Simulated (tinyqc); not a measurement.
The fan of levels: Landau levels of bilayer graphene.

Four-band model without bias: with w = sqrt(2) hv/l, E_N^2 = [g1^2 + (2N - 1) w^2 - sqrt(g1^4 + 2 (2N - 1) g1^2 w^2 + w^4)]/2 for N >= 2, and E = 0 for N = 0, 1. The two-band limit is hbar wc sqrt(N (N - 1)) with hbar wc = w^2/g1. Each level is fourfold; of the eight zero-energy states half belong to the electrons.

In a field B along z: l = 1/sqrt((e/hbar) B) is the magnetic length, n_B = B/(h/e) the number of states per area in one level, hbar wc = 2 muB B/m for mass m in m0; 1/angstrom^2 = 1e16/cm^2.

Constants: e/hbar = 1.519267448e-05 1/(T angstrom^2); h/e = 413566.7697 T angstrom^2; muB = 5.788381798e-05 eV/T.

Values chosen for the exercise (out of a larger set: near those of bilayer graphene; not measured data):
```
symbol  value                    unit         meaning
hv      6.59                     eV angstrom  hbar v
g1      0.42                     eV           interlayer hopping
Bs      (1, 2, 3, 5, 7, 10, 14)  T            fields
```

The four lowest levels against B, with their labels in order.

Levels (meV):
```
B (T),first,second,third,fourth,order
1.00,0.00,4.39,7.56,10.61,"0,1 2 3 4"
2.00,0.00,8.70,14.86,20.73,"0,1 2 3 4"
3.00,0.00,12.91,21.92,30.42,"0,1 2 3 4"
5.00,0.00,21.09,35.42,48.71,"0,1 2 3 4"
7.00,0.00,28.97,48.21,65.76,"0,1 2 3 4"
10.0,0.00,40.31,66.26,89.52,"0,1 2 3 4"
14.0,0.00,54.62,88.59,118.50,"0,1 2 3 4"
```

The fourth level grows as B^0.97 over the first two rows and B^0.83 over the last two (1 for a parabolic band without a fixed offset such as a valley splitting, 1/2 for massless Dirac electrons). The order of the levels does not change. At the highest field level 2 lies at 54.6 meV, against 62.2 meV in the two-band limit.

tinyqc: `OMP_NUM_THREADS=1 python tinyqc.py 1280890 1280891 out.jsonl`; about 0.01 s, one thread, shared Intel(R) Xeon(R) Processor @ 2.30GHz.
